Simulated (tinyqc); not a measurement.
# Inputs raised by 10 %, one at a time

Model: inversion-layer mobility, back-scattering and ballistic limit of a field-effect transistor. Computed by tinyqc, a small Python program. Command: `OMP_NUM_THREADS=1 python tinyqc.py 3029834 3029835 out.jsonl mos sens`. One thread of a shared host (Intel(R) Xeon(R) Processor @ 2.30GHz), about 0.02 s of CPU time with the checks.

The charge at the top of the source barrier is fixed by the gate; series resistance and short-channel effects are left out. F_j are Fermi integrals normalised to exp(eta) in the classical limit.

Inputs (values chosen for the exercise, modelled on a 4H-SiC n-channel):
```
quantity                                       value        unit
transport mass m                                0.31         m_0
valley degeneracy g_v                              3           -
weight w of the inversion charge                 0.5           -
permittivity eps                                 9.7           -
phonon mobility at 1 MV/cm and 300 K, mu_ph       85  cm^2/(V s)
roughness mobility at 1 MV/cm, mu_sr              45  cm^2/(V s)
Coulomb mobility at N_inv = 1e12/cm^2, mu_C       28  cm^2/(V s)
electrical oxide thickness t_inv                 1.9          nm
depletion charge N_dep                       5.8e+11      1/cm^2
gate overdrive V_G - V_T                        0.17           V
drain voltage V_D                               0.69           V
channel length L                                 120          nm
exponent a of the critical length               0.73           -
temperature T                                    300           K
```

Statistics at the top of the barrier: Fermi-Dirac.

Constants: eps_0 = 8.8541878128e-12 F/m; e = 1.602176634e-19 C; m_0 = 9.1093837015e-31 kg; k_B = 1.380649e-23 J/K; hbar = 1.054571817e-34 J s; k_B = 8.617333262e-05 eV/K.

Method:
- N_inv = 3.9 eps_0 (V_G - V_T)/(e t_inv); effective field E_eff = e (N_dep + w N_inv)/(eps eps_0).
- mu_phonon = mu_ph (E_eff/1 MV/cm)^(-0.3) (T/300 K)^(-1.75); mu_rough = mu_sr (E_eff/1 MV/cm)^(-2); mu_Coulomb = mu_C (N_inv/1e12 cm^-2) (T/300 K); Matthiessen's rule adds 1/mu.
- F_j(eta) = (1/Gamma(j + 1)) int_0^infinity x^j/(1 + exp(x - eta)) dx, F_0 = ln(1 + exp(eta)). Integrals over x = E/(k_B T) use 160 Gauss-Legendre points in u = sqrt(x) from 0 to sqrt(max(eta, 0) + 32).
- Ballistic channel: N_2D = g_v m k_B T/(pi hbar^2), U = e V_D/(k_B T); eta_F solves N_inv = (N_2D/2)[F_0(eta_F) + F_0(eta_F - U)]; v_T = sqrt(2 k_B T/(pi m)); I/W = e (N_2D/2) v_T [F_1/2(eta_F) - F_1/2(eta_F - U)]; injection velocity v_T F_1/2(eta_F)/F_0(eta_F).
- Mean free path lambda = (2 k_B T/e)(mu/v_T) F_0(eta_0)/F_-1/2(eta_0), with eta_0 from N_inv = N_2D F_0(eta_0); critical length l = L (1 + U)^(-a), an empirical rule; back-scattering r = l/(l + lambda). Then eta solves N_inv = (N_2D/2)[(1 + r) F_0(eta) + (1 - r) F_0(eta - U)] and I/W = e (N_2D/2) v_T (1 - r)[F_1/2(eta) - F_1/2(eta - U)].
- Ballistic ratio: I over the ballistic current. Apparent mobility 1/(1/mu + 1/mu_B), mu_B = mu L/lambda.

Runs; columns: (1) input moved; (2) from; (3) to; (4) current I/W (microampere/micrometre); (5) ballistic current I/W (microampere/micrometre); (6) mean free path lambda (nm); (7) injection velocity (1e7 cm/s):
```
(1)                                                           (2)       (3)     (4)     (5)     (6)     (7)
base run                                                        -         -  25.928  315.58  1.9550  1.0214
transport mass m (m_0)                                       0.31     0.341  25.672  299.40  2.0432  0.9690
phonon mobility at 1 MV/cm and 300 K, mu_ph (cm^2/(V s))       85      93.5  26.559  315.58  2.0069  1.0214
roughness mobility at 1 MV/cm, mu_sr (cm^2/(V s))              45      49.5  26.069  315.58  1.9666  1.0214
Coulomb mobility at N_inv = 1e12/cm^2, mu_C (cm^2/(V s))       28      30.8  27.417  315.58  2.0779  1.0214
depletion charge N_dep (1/cm^2)                           5.8e+11  6.38e+11  25.737  315.58  1.9393  1.0214
gate overdrive V_G - V_T (V)                                 0.17     0.187  29.962  349.03  2.0563  1.0270
channel length L (nm)                                         120       132  23.749  315.58  1.9550  1.0214
```

Exponents ln(y'/y) / ln(x'/x):
```
input                                        current I/W  ballistic current I/W  mean free path lambda  injection velocity
transport mass m                                  -0.104                 -0.552                  0.463              -0.552
phonon mobility at 1 MV/cm and 300 K, mu_ph        0.252                  0.000                  0.275               0.000
roughness mobility at 1 MV/cm, mu_sr               0.057                  0.000                  0.062               0.000
Coulomb mobility at N_inv = 1e12/cm^2, mu_C        0.586                  0.000                  0.640               0.000
depletion charge N_dep                            -0.078                  0.000                 -0.085               0.000
gate overdrive V_G - V_T                           1.517                  1.057                  0.530               0.057
channel length L                                  -0.921                  0.000                  0.000               0.000
```

To which inputs is each result most sensitive?

Among the inputs moved here: current I/W answers most in size to gate overdrive V_G - V_T (exponent +1.517), next to channel length L (-0.921). Ballistic current I/W answers most in size to gate overdrive V_G - V_T (exponent +1.057), next to transport mass m (-0.552); its exponent is below 0.0005 for phonon mobility at 1 MV/cm and 300 K, mu_ph, roughness mobility at 1 MV/cm, mu_sr, Coulomb mobility at N_inv = 1e12/cm^2, mu_C, depletion charge N_dep, channel length L. mean free path lambda answers most in size to Coulomb mobility at N_inv = 1e12/cm^2, mu_C (exponent +0.640), next to gate overdrive V_G - V_T (+0.530); its exponent is below 0.0005 for channel length L. injection velocity answers most in size to transport mass m (exponent -0.552), next to gate overdrive V_G - V_T (+0.057); its exponent is below 0.0005 for phonon mobility at 1 MV/cm and 300 K, mu_ph, roughness mobility at 1 MV/cm, mu_sr, Coulomb mobility at N_inv = 1e12/cm^2, mu_C, depletion charge N_dep, channel length L.

Caution (all rows): the current exceeds the long-channel drift law, so the empirical rule for l, meant for short channels, is too generous here.
